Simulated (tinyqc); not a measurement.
ROHF in the 3-21g basis, for H2-, spin multiplicity 2, step by step. The basis has no diffuse functions, so it cannot describe the extra electron: this is an exercise in the method, not the real anion. One step of it, computed by the program tinyqc.

Task: Iteration 1: Roothaan effective Fock matrix. With projectors Pc = D(beta) S, Po = (D(alpha) - D(beta)) S, Pv = 1 - D(alpha) S, the block xy is Px^T F Py; with Fc = (F(alpha) + F(beta))/2, the blocks are Fc for cc, oo, vv and cv, F(beta) for co and F(alpha) for ov.

F(alpha) (hartree), lower triangle:
```
           1H 1s     1H 2s     2H 1s     2H 2s
1H 1s   0.742533
1H 2s   0.209135  0.391179
2H 1s  -0.047216  0.007836  0.742533
2H 2s   0.007836  0.135999  0.209135  0.391179
```

F(beta) (hartree), lower triangle:
```
           1H 1s     1H 2s     2H 1s     2H 2s
1H 1s   0.968835
1H 2s   0.245969  0.431173
2H 1s  -0.095686  0.033505  0.968835
2H 2s   0.033505  0.144664  0.245969  0.431173
```

D(alpha) at the start, lower triangle:
```
           1H 1s      1H 2s      2H 1s     2H 2s
1H 1s   1.589472
1H 2s  -1.597757   1.718111
2H 1s   0.067073   0.354177   1.589472
2H 2s   0.354177  -0.784548  -1.597757  1.718111
```

D(beta) at the start, lower triangle:
```
           1H 1s      1H 2s      2H 1s     2H 2s
1H 1s   0.828273
1H 2s  -0.621790   0.466782
2H 1s   0.828273  -0.621790   0.828273
2H 2s  -0.621790   0.466782  -0.621790  0.466782
```

overlap S, lower triangle:
```
          1H 1s     1H 2s     2H 1s     2H 2s
1H 1s  1.000000
1H 2s  0.645899  1.000000
2H 1s  0.036319  0.204708  1.000000
2H 2s  0.204708  0.498435  0.645899  1.000000
```

Give: effective F.

Result:

effective F (hartree), lower triangle:
```
         1H 1s   1H 2s   2H 1s   2H 2s
1H 1s   0.8314
1H 2s   0.2242  0.4208
2H 1s  -0.0472  0.0240  0.8314
2H 2s   0.0240  0.1307  0.2242  0.4208
```
